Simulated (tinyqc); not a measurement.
Pair lines: donor-acceptor pair recombination.

h nu = Eg - ED - EA + q/(eps R), q = e^2/(4 pi eps0); shell j lies at R = a_lat sqrt(j/2) for the same sublattice and a_lat sqrt(j/2 - 5/16) for opposite ones (on the same sublattice shells 14, 30, 46, 56, 62, ... are empty, where 2j has the form 4^a (8b + 7)); rate W = W0 exp(-2R/aD) with the donor radius aD = q/(2 eps ED). Polarisation and overlap terms, which matter for close pairs, are left out.

Constants: e^2/(4 pi eps0) = 14.39964547 eV angstrom.

Parameters, chosen for this exercise (near those of impurities in 3C SiC; not measured data): a_lat = 4.36 angstrom (lattice constant); Eg = 2.386 eV (gap); ED = 54.6 meV (donor binding); EA = 232.9 meV (acceptor binding); eps = 9.7 (dielectric constant); W0 = 1.1 x 1e7/s (rate at zero distance); kind = same (sublattices of donor and acceptor); shells = (103, 230, 365, 368, 541, 543, 601) (shell numbers).

Energy, rate and lifetime for each shell.

Lines:
```
shell,R (angstrom),Coulomb (meV),h nu (eV),step to the next shell (meV),1/W (microsecond)
103,31.29,47.4,2.1459,0.23,9.07
230,46.76,31.8,2.1303,0.069,88.3
365,58.90,25.2,2.1237,0.069,527
368,59.14,25.1,2.1236,0.034,546
541,71.71,20.7,2.1192,0.038,3.47e+03
543,71.84,20.7,2.1192,0.019,3.54e+03
601,75.58,19.6,2.1181,0.016,6.13e+03
```

limit for distant pairs = 2.0985 eV
aD = 13.6 angstrom

What does the comparison show, and why?

The lines crowd together, on average as R^-3: the step falls from 0.23 to 0.016 meV, so distant pairs merge into a band. Close pairs emit higher and 676 times faster over this table, so the band shifts to lower energy with delay and to higher energy with stronger pumping. All these lines lie below Eg, and R/aD runs from 2.3 up.

Run: tinyqc, `OMP_NUM_THREADS=1 python tinyqc.py 1250015 1250016 out.jsonl`; Intel(R) Xeon(R) Processor @ 2.30GHz, one thread, shared host; about 0.06 s of CPU time with all checks.
